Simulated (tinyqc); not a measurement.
Thermal, flicker and telegraph noise of a field-effect transistor: one step, computed by the program tinyqc.

Strong inversion, threshold roll-off and channel-length modulation left out; noise sources are uncorrelated and are given as one-sided spectral densities. The drain voltage is 50 mV.

Task: Flicker noise. C_ox = 3.9 eps_0/t; I = mu C_ox (W/L) V_ov V_D; g_m = I/V_ov; g_d0 = I/V_D. Tunnelling length lambda = hbar/(2 sqrt(2 m_ox phi)); flat-band noise S_Vfb = e^2 k_B T lambda N_t/(W L C_ox^2 f). S_I = g_m^2 S_Vfb (1 + alpha_sc mu C_ox I/g_m)^2.

Inputs (values chosen for the exercise, modelled on a silicon n-channel):

| quantity | value | unit |
|---|---|---|
| width W | 25 | micrometre |
| length L | 2400 | nm |
| electrical oxide thickness t | 4.9 | nm |
| mobility mu | 110 | cm^2/(V s) |
| overdrive V_ov | 0.24 | V |
| oxide trap density N_t | 1.8e+18 | 1/(eV cm^3) |
| oxide barrier phi | 2.8 | eV |
| oxide mass m_ox | 0.4 | m_0 |
| Coulomb scattering coefficient alpha_sc | 4100 | V s/C |
| frequency f | 100 | Hz |
| temperature T | 300 | K |

Operating region: linear. Flicker model: number with correlated mobility.

drain current I = 9.689915 microampere

Constants: eps_0 = 8.8541878128e-12 F/m; hbar = 1.054571817e-34 J s; m_0 = 9.1093837015e-31 kg; e = 1.602176634e-19 C; k_B = 8.617333262e-05 eV/K.

Give: tunnelling length lambda; S_Vfb; flicker S_I; flicker S_I/I^2.

Result:

tunnelling length lambda = 0.9222 angstrom

S_Vfb = 3.697e-13 V^2/Hz

flicker S_I = 6.981e-22 A^2/Hz

flicker S_I/I^2 = 7.434e-12 1/Hz
